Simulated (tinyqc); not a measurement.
# Inputs raised by 2 %, one at a time

Model: chemical-mechanical planarisation: Preston law, pattern density and step-height reduction. Computed by tinyqc, a small Python program. Command: `OMP_NUM_THREADS=1 python tinyqc.py 3030204 3030205 out.jsonl cmp sens`. One thread of a shared host (Intel(R) Xeon(R) Processor @ 2.30GHz), about 0.03 s of CPU time with the checks.

A row of 12 cells, repeated periodically, holds raised features that cover a share rho of each cell.

Inputs (values chosen for the exercise, close to those used for copper polishing): Preston coefficient K = 2e-13 1/Pa; pressure P = 33 kPa; platen and carrier speed = 60 rpm; distance between the centres = 20 cm; initial step height h0 = 290 nm; contact height h_c = 63 nm; film above the raised areas z0 = 540 nm; cell size = 1.7 mm; planarisation length = 3.8 mm; polish time t = 25 s.

local pattern densities, cell by cell: [0.2, 0.1, 0.1, 0.25, 0.3, 0.2, 0.2, 0.3, 0.6, 0.4, 0.5, 0.6]

Method:
- With equal rotation speeds the relative speed is uniform, v = omega r_c; Preston rate R0 = K P v.
- The stiff pad averages the density: rho_eff(i) = sum_j w_ij rho_j / sum_j w_ij, w = exp(-2 d^2/L^2), L the planarisation length and d the distance between cell centres, summed over all periodic images of cell j.
- While h > h_c only raised areas polish, at R0/rho_eff, until t_c = rho_eff (h0 - h_c)/R0. After that h = h_c exp(-(t - t_c)/tau), tau = rho_eff h_c/R0; low areas polish at R0 (1 - h/h_c) and raised areas at R0 [1 + (1 - rho_eff) h/(rho_eff h_c)]. Removed from raised areas after t_c: h0 - h_c + R0 (t - t_c) + (1 - rho_eff)(h_c - h); from low areas: R0 (t - t_c) - rho_eff (h_c - h). Film left = z0 less the removal from raised areas.

Runs; columns: (1) input moved; (2) from; (3) to; (4) range of film left across the row (nm); (5) largest remaining step (nm); (6) thinnest film left (nm); (7) blanket rate R0 (nm/s):
```
(1)                               (2)       (3)     (4)     (5)     (6)     (7)
base run                            -         -  92.816  2.4115  90.104  8.2938
Preston coefficient K (1/Pa)    2e-13  2.04e-13  92.655  2.1021  85.957  8.4597
pressure P (kPa)                   33     33.66  92.655  2.1021  85.957  8.4597
initial step height h0 (nm)       290     295.8  94.768  2.6441  85.253  8.2938
contact height h_c (nm)            63     64.26  92.899  2.5714  90.104  8.2938
polish time t (s)                  25      25.5  92.655  2.1021  85.957  8.2938
cell size (mm)                    1.7     1.734  93.704  2.4607  89.648  8.2938
platen and carrier speed (rpm)     60      61.2  92.655  2.1021  85.957  8.4597
```

Exponents ln(y'/y) / ln(x'/x):
```
input                     range of film left across the row  largest remaining step  thinnest film left  blanket rate R0
Preston coefficient K                                -0.088                  -6.934              -2.379                1
pressure P                                           -0.088                  -6.934              -2.379                1
initial step height h0                                1.051                   4.649              -2.795                0
contact height h_c                                    0.045                   3.241               0.000                0
polish time t                                        -0.088                  -6.934              -2.379                0
cell size                                             0.481                   1.019              -0.256                0
platen and carrier speed                             -0.088                  -6.934              -2.379                1
```

To which inputs is each result most sensitive?

Among the inputs moved here: range of film left across the row answers most in size to initial step height h0 (exponent +1.051), next to cell size (+0.481). Largest remaining step answers most in size to Preston coefficient K (exponent -6.934), and about equally to pressure P (-6.934), platen and carrier speed (-6.934), polish time t (-6.934). Thinnest film left answers most in size to initial step height h0 (exponent -2.795), next to Preston coefficient K (-2.379); its exponent is below 0.0005 for contact height h_c. Blanket rate R0 answers most in size to Preston coefficient K (exponent +1.000), and about equally to pressure P (+1.000), platen and carrier speed (+1.000); its exponent is below 0.0005 for initial step height h0, contact height h_c, polish time t, cell size. Its exponent +1.000 in pressure P: Preston's law. Its exponent +1.000 in platen and carrier speed: Preston's law.

Extremes, crossings and ranges named in words are read from the listed rows.
